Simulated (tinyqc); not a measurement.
Gate sheet resistance from two finger widths.

Problem. At low frequency R = Rsh Wf/(3 L) + B/Wf, where B collects the channel and vertical terms. Find Rsh, B and the width of lowest R.

Values chosen for this exercise:
- L = 0.24 um (channel length)

input resistance of single fingers, contacted at one end, of width 1 and 4.1 um (ohm): 383.61111  184.61043

Answer. R Wf is a straight line in Wf^2; the minimum of R lies where both terms are equal.

Rsh = 17.0 ohm/square
B = 360 ohm um
width of lowest R = 3.90 um

Computed by the program tinyqc: `OMP_NUM_THREADS=1 python tinyqc.py 2262160 2262161 out.jsonl`, one thread of a shared Intel Xeon 2.30GHz, about 0.01 s for the whole run.
